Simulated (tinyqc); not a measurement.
p-n heterojunction, non-linear Poisson equation by Newton steps, Fermi-Dirac statistics: one step of the calculation.

One dimension, material 1 (p-type) at x < 0 and material 2 (n-type) at x > 0. Band edges: Ec = -psi in material 1 and -psi + dEc in material 2, Ev = Ec - Eg. Flat quasi-Fermi levels: 0 for holes, +V for electrons. n = Nc F((EFn - Ec)/Vt), p = Nv F((Ev - EFp)/Vt), with F(eta) = F_1/2(eta) = (2/sqrt(pi)) int_0^infinity sqrt(u) du/(1 + exp(u - eta)) (Fermi-Dirac statistics); full ionisation, no interface charge, classical densities; the doping types are chosen for the exercise.

Task. Check against the first integral. Exact first integral: on each side D^2/(2 eps0 er) = G, G = q [Vt (nI_j - nI_b) + Vt (pI_j - pI_b) - C (psi_j - psi_b)], with C = -N1 or +N2, b the neutral end of that side, and nI, pI the densities with F_1/2 replaced by F_3/2(eta) = (4/(3 sqrt(pi))) int_0^infinity u^(3/2) du/(1 + exp(u - eta)). D is continuous, so er1 G1(psi_j) = er2 G2(psi_j) fixes psi_j. Ends from Nv1 F((-psi_L - Eg1)/Vt) = N1 and Nc2 F((V + psi_R - dEc)/Vt) = N2. D is counted positive when psi rises towards material 2.

Parameters, values chosen for the exercise; band and dielectric values close to those of crystalline and amorphous silicon:
- T = 300 K (temperature)
- Eg1 = 1.11 eV (band gap of material 1)
- er1 = 11.5 (relative permittivity of material 1)
- Nc1 = 2.8e19 cm^-3 (conduction-band density of states of material 1)
- Nv1 = 2.63e19 cm^-3 (valence-band density of states of material 1)
- Eg2 = 1.69 eV (band gap of material 2)
- er2 = 12.1 (relative permittivity of material 2)
- Nc2 = 9.98e19 cm^-3 (conduction-band density of states of material 2)
- Nv2 = 1e20 cm^-3 (valence-band density of states of material 2)
- dEc = 0.15 eV (conduction-band offset Ec2 - Ec1)
- N1 = 6.3e17 cm^-3 (acceptor density of material 1)
- N2 = 2.8e18 cm^-3 (donor density of material 2)
- V = 0 V (bias of side 1 against side 2)

Constants: q = 1.602176634e-19 C, kB = 1.380649e-23 J/K, Vt = kB T/q, eps0 = 8.8541878128e-14 F/cm where lengths are in cm. Results are converted to the units shown.

Wanted: psi_j; D; psi_j - psi_L; psi_R - psi_j; Ec1 - EFn at the interface; Ec2 - EFn at the interface.

Result.

psi_j = -0.14839 V
D = 416.30 nC/cm^2
psi_j - psi_L = 0.86536 V
psi_R - psi_j = 0.20626 V
Ec1 - EFn at the interface = 0.14839 eV
Ec2 - EFn at the interface = 0.29839 eV

Material 1 takes 80.8 % of the bending.

Program tinyqc, `OMP_NUM_THREADS=1 python tinyqc.py 2040141 2040142 out.jsonl`; Intel Xeon 2.30GHz, shared host, one thread, about 0.2 s.
